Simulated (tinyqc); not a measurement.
Where in the gap a trap does harm: carrier lifetime from Shockley-Read-Hall, radiative, Auger and surface recombination. Computed by tinyqc, a small Python program. Command: `OMP_NUM_THREADS=1 python tinyqc.py 3028924 3028925 out.jsonl lifetime walk`. One thread of a shared host (Intel(R) Xeon(R) Processor @ 2.30GHz), about 0.03 s of CPU time with the checks.

Energies are counted from the top of the valence band. Boltzmann statistics, full ionisation, and equal excess densities of electrons and holes.

Inputs (values chosen for the exercise, for a model semiconductor):

| quantity | value | unit |
|---|---|---|
| gap E_g | 2.31 | eV |
| electron mass m_e | 0.466 | m_0 |
| valleys M_c | 3 | - |
| hole mass m_h | 0.981 | m_0 |
| temperature T | 400 | K |
| doping N | 4.6e+15 | cm^-3 |
| trap level E_t | 0.915 | eV |
| trap density N_t | 9.8e+13 | cm^-3 |
| electron cross-section sigma_n | 6.2e-15 | cm^2 |
| hole cross-section sigma_p | 4.1e-15 | cm^2 |

Doping: n-type. Surface term: two equal surfaces.

Constants: m_0 = 9.1093837015e-31 kg; k_B = 1.380649e-23 J/K; h = 6.62607015e-34 J s; k_B = 8.617333262e-05 eV/K.

Method:
- N_c = 2 M_c (2 pi m_e k_B T/h^2)^(3/2) and N_v = 2 (2 pi m_h k_B T/h^2)^(3/2), masses in units of m_0.
- n_i = sqrt(N_c N_v) exp(-E_g/2 k_B T); majority density N/2 + sqrt(N^2/4 + n_i^2), minority density n_i^2 over it.
- v = sqrt(3 k_B T/m) with m_e or m_h; tau_n0 = 1/(sigma_n v_n N_t), tau_p0 = 1/(sigma_p v_p N_t); n1 = N_c exp(-(E_g - E_t)/k_B T), p1 = N_v exp(-E_t/k_B T).
- Low injection: tau = [tau_p0 (n_0 + n1) + tau_n0 (p_0 + p1)]/(n_0 + p_0). Depleted region (n = p = 0): generation lifetime tau_g = (tau_p0 n1 + tau_n0 p1)/n_i. n1 = N_c exp(-(E_g - E_t)/k_B T), p1 = N_v exp(-E_t/k_B T).

tau_p0 = 1.82783e-07 s

n_0 = 4.60e+15 cm^-3

N_c = 3.68706e+19 cm^-3

tau_n0 = 8.33081e-08 s

p_0 = 2.36422e-06 cm^-3

N_v = 3.75391e+19 cm^-3

n_i = 104285 cm^-3

The same trap at other energies:

| E_t (eV) | SRH lifetime (s) | generation lifetime (s) |
|---|---|---|
| 0.139 | 1.2236e-05 | 5.3165e+05 |
| 0.346 | 2.1250e-07 | 1.3108e+03 |
| 0.578 | 1.8282e-07 | 1.5648e+00 |
| 0.808 | 1.8278e-07 | 1.9797e-03 |
| 1.040 | 1.8278e-07 | 2.3698e-06 |
| 1.155 | 1.8278e-07 | 2.6521e-07 |
| 1.271 | 1.8278e-07 | 5.2458e-06 |
| 1.502 | 1.8278e-07 | 4.2662e-03 |
| 1.732 | 1.8286e-07 | 3.3722e+00 |
| 1.964 | 2.4682e-07 | 2.8248e+03 |
| 2.171 | 2.6157e-05 | 1.1457e+06 |

The SRH lifetime (other channels left aside) stays within 10 % of its least value, among these rows, from E_t = 0.578 to 1.732 eV. The generation lifetime has a sharp minimum, among these rows at 1.155 eV and exactly at 1.142 eV, where tau_p0 n1 = tau_n0 p1, since generation needs two thermal jumps and the larger one rules.

Extremes, crossings and ranges named in words are read from the listed rows.
